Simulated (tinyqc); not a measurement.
# Via and link resistance from two via chains

Question. A chain of 1000 vias joined by 1000 metal links has R = 1000 (Rv + Rlink), with Rlink proportional to the link length. Find Rv, Rlink for length L, and the value of Rv that the short chain would give if the links were ignored.

resistance of chains of 1000 links with link lengths L and 3 L (ohm): 6600  9600

Answer. R per link is a straight line in the link length; its intercept at zero length is Rv.

Rv = 5.100 ohm
Rlink = 1.500 ohm
Rv without correction = 6.600 ohm

tinyqc, about 0.01 s, one thread, Intel Xeon 2.30GHz (shared host): `OMP_NUM_THREADS=1 python tinyqc.py 2750118 2750119 out.jsonl`
